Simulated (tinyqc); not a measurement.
# MOS structure on a p-type body, non-linear Poisson equation by Newton steps: effect of the insulator thickness on threshold, swing and body effect

One dimension, insulator interface at x = 0, acceptor density Na, uniform, net doping C = -(acceptor density). psi is counted from the intrinsic level: n = ni exp((psi - Vb)/Vt), p = ni exp(-psi/Vt); deep in the body psi_b = -Vt ln(Na/ni). The gate acts through Cox = eps0 eox/tox and has the potential psi_G = Vg - (phiM - chi - Vt ln(Nc/ni)). Boltzmann statistics, full ionisation, classical densities, no oxide or interface charge. Acceptors in real wide-gap material are deep and only partly ionised in the neutral body.

ni = sqrt(Nc Nv) exp(-Eg/(2 Vt)), Eg in volts. The Poisson equation d/dx(eps0 eps_r dpsi/dx) = -q (p - n + C), with eps0 eps_r dpsi/dx = -Cox (psi_G - psi_0) at x = 0, is solved on a mesh of about 600 nodes or more. N_inv is the integral of n less its value deep in the body. VT is the Vg at which N_inv = 2e11 cm^-2. m = 1/(dpsi_0/dVg) at N_inv = 1e8 cm^-2; the swing is the Vg between N_inv = 1e8 and 1e9 cm^-2; body coefficient [VT(Vb + 0.05 V) - VT(Vb)]/0.05 V - 1.

Values chosen for this exercise; band and dielectric values close to those of 4H silicon carbide: temperature T = 300 K; band gap Eg = 3.24 eV; relative permittivity eps_r = 9.51; conduction-band density of states at T Nc = 1.68e19 cm^-3; valence-band density of states at T Nv = 2.48e19 cm^-3; electron affinity chi = 3.53 eV; acceptor density deep in the body Na = 1.9e17 cm^-3; relative permittivity of the gate insulator (close to zirconium oxide) eox = 25.1; gate work function phiM = 4.18 eV; electron quasi-Fermi potential against the body Vb = 0 V.

Constants: q = 1.602176634e-19 C, kB = 1.380649e-23 J/K, Vt = kB T/q, eps0 = 8.8541878128e-14 F/cm where lengths are in cm. Results are converted to the units shown.

The same in every row: psi_0 - psi_b at VT (V) = 3.08.

Results:
```
tox (nm)  VT (V)    m - 1  swing (mV/decade)  body coefficient
2          0.650  0.00609               60.2           0.00993
3          0.669  0.00913               60.4            0.0129
6.4        0.734   0.0195               61.0            0.0228
9.4        0.792   0.0286               61.5            0.0315
14         0.880   0.0426               62.4            0.0450
20         0.996   0.0609               63.5            0.0625
```

Estimate the missing row, tox = 4.4 nm.

Computed row:
```
tox (nm)  VT (V)   m - 1  swing (mV/decade)  body coefficient
4.4        0.696  0.0134               60.6            0.0169
```

With this row back in the table: As tox goes from 2 to 20, VT rises from 0.650 to 0.996 V, the swing rises from 60.2 to 63.5 mV/decade and the body coefficient rises from 0.00993 to 0.0625. The swing stays within 0.59 % of m Vt ln 10, and the body coefficient within 0.0038 of m - 1.

Computed by the program tinyqc: `OMP_NUM_THREADS=1 python tinyqc.py 2080106 2080107 out.jsonl`, one thread of a shared Intel Xeon 2.30GHz, about 0.5 s for the whole run.
